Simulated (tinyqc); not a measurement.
Thinning the body: Gamma, L and X subbands of a thin body with non-parabolic valleys.

Hard walls, flat band, c = hbar^2/2m0, energies from the bulk Gamma edge. For a valley at angle theta to the normal 1/m_z = cos^2/ml + sin^2/mt and m_d = sqrt(ml mt^2/m_z). Subband n starts at E_v + e with e (1 + a e) = c (n pi/t)^2/m_z, and its density-of-states mass is taken as m_d (1 + 2 a e), without further growth at higher in-plane energy. Groups are named by valley and degeneracy.

n_i = g m/(2 pi c) kB T ln(1 + exp((EF - E_i)/kB T)), sum n_i = Ns (1e12/cm^2 = 1e-4/angstrom^2), c = hbar^2/2m0. Quantum capacitance Cq = 1602.176634 sum g m/(2 pi c) f_i in microfarad/cm^2 with f_i = 1/(1 + exp((E_i - EF)/kB T)); Cox = 34.5313/eot (one gate); C/Cox = Cq/(Cq + Cox), the centroid term left out.

Constants: hbar^2/2m0 = 3.80998211 eV angstrom^2; kB = 8.617333262e-05 eV/K.

Parameters, chosen for this exercise (near those of a thin InAs channel; the results hold for these values, not for the real material): face = 111 (surface); mG = 0.0259 m0 (Gamma mass); aG = 2.32 1/eV (Gamma non-parabolicity); EL = 0.709 eV (L edge above Gamma); mL = (0.644, 0.049) m0 (L valleys (four, along <111>): ml, mt); EX = 1.034 eV (X edge above Gamma); mX = (1.135, 0.164) m0 (X valleys (three, along <100>): ml, mt); aS = 0.48 1/eV (non-parabolicity of L and X); Ns = 9 x 1e12/cm^2 (sheet density); T = 300 K (temperature); eot = 9 angstrom (equivalent oxide thickness); ts = (20, 26, 34, 45, 60, 85, 130) angstrom (thicknesses).

Lowest edge of each valley type, the lowest group, the Gamma share and C/Cox, with n = 1 to 8 of all groups.

Results:

| t (angstrom) | Gamma (eV) | L (eV) | X (eV) | lowest | Gamma share (%) | C/Cox |
|---|---|---|---|---|---|---|
| 20 | 1.054 | 0.846 | 1.385 | L1 | 34.7 | 0.766 |
| 26 | 0.770 | 0.792 | 1.253 | G1 | 72.7 | 0.749 |
| 34 | 0.551 | 0.758 | 1.167 | G1 | 94.0 | 0.685 |
| 45 | 0.381 | 0.737 | 1.112 | G1 | 99.4 | 0.572 |
| 60 | 0.254 | 0.725 | 1.079 | G1 | 99.9 | 0.599 |
| 85 | 0.149 | 0.717 | 1.056 | G1 | 100.0 | 0.670 |
| 130 | 0.073 | 0.712 | 1.044 | G1 | 100.0 | 0.681 |

From 130 down to 20 angstrom Gamma rises by 0.98 eV, L by 0.13 and X by 0.34 eV, the light Gamma mass moving most. The lowest group changes from G1 to L1 between 26 and 20 angstrom. The Gamma share goes from 100 % to 35 %. C/Cox is 0.68 and 0.77 at the ends and lies between 0.57 and 0.77. Hard walls overstate the rise in the thinnest rows.

Run: tinyqc, `OMP_NUM_THREADS=1 python tinyqc.py 1281477 1281478 out.jsonl`; Intel(R) Xeon(R) Processor @ 2.30GHz, one thread, shared host; about 0.02 s of CPU time with all checks.
